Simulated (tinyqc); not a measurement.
Orbital energy against energy difference: ionisation energy by orbital energies and by energy differences in the cc-pvdz basis, for BeH2, spin multiplicity 1. Computed by the program tinyqc with PySCF. The cation is unrestricted; errors are against CCSD(T) in this basis, not against experiment.

Geometry (angstrom):
```
atom       x        y       z
Be    0.0000   0.0000  0.0000
H     0.0000   1.2290  0.0000
H     0.0000  -1.2830  0.0000
```

CCSD(T) difference in the same basis = 12.1752 eV

IP-EOM-CCSD = 12.2051 eV

First vertical ionisation energy (eV):
```
method     -e(HOMO)  E(cation) - E  error of -e(HOMO)  error of the difference
HF          12.4132      11.496302             0.2379                  -0.6789
LDA          7.5460      11.827007            -4.6293                  -0.3482
PBE          7.5621      11.850845            -4.6131                  -0.3244
B3LYP        8.7644      12.097665            -3.4109                  -0.0776
PBE0         8.9462      12.029424            -3.2291                  -0.1458
CAM-B3LYP   10.4614      12.193485            -1.7139                   0.0182
LC-wPBE     11.9234      12.336836            -0.2518                   0.1616
```

What does the comparison show, and why?

Koopmans errs by +0.24 eV and Delta-HF by -0.68 eV: relaxation, 0.92 eV, lowers the value and the missing correlation difference works against it. The PBE level is off by -4.6 eV through the wrong tail of its potential, though its energy difference is off by -0.32 eV; exact exchange deepens the level, and among the orbital energies HF comes closest; among the differences CAM-B3LYP does.
